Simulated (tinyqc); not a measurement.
Spin coating of a resist or spin-on film: centrifugal thinning, evaporation and the final thickness (Emslie and Meyerhofer models): one step, computed by the program tinyqc. Command: `OMP_NUM_THREADS=1 python tinyqc.py 3113110 3113111 out.jsonl spincoat walk`. One thread of a shared host (Intel(R) Xeon(R) Processor @ 2.30GHz), about 0.06 s of CPU time with the checks.

A Newtonian film stays uniform over the wafer; solvent and solids have the same density and the concentration is uniform through the thickness.

Task: Rates. omega = 2 pi f/60; nu(c) = nu_s + k c^gamma; evaporation rate e = e0 sqrt(f/1000 rpm). Flow constant K = 2 omega^2/(3 nu(c0)); Reynolds number of the air omega R^2/nu_air with nu_air = 15 mm^2/s.

Inputs (values chosen for the exercise, of the order of those of a polymer resist in an ester solvent): solids volume fraction c0 = 0.17; kinematic viscosity of the solvent nu_s = 2.4 mm^2/s; viscosity constant k = 4500 mm^2/s; viscosity exponent gamma = 2.3; spin speed f = 2000 rpm; evaporation rate at 1000 rpm e0 = 0.51 micrometre/s; wafer radius R = 150 mm.

Give: omega; nu(c0); evaporation rate e; flow constant K; Reynolds number of the air.

Result:

omega = 209.4 1/s

nu(c0) = 78.83 mm^2/s

evaporation rate e = 0.7212 micrometre/s

flow constant K = 3.710e-04 1/(micrometre^2 s)

Reynolds number of the air = 3.142e+05

Caution: above a Reynolds number of about 3e5 the air flow near the rim turns turbulent, and evaporation is no longer uniform.
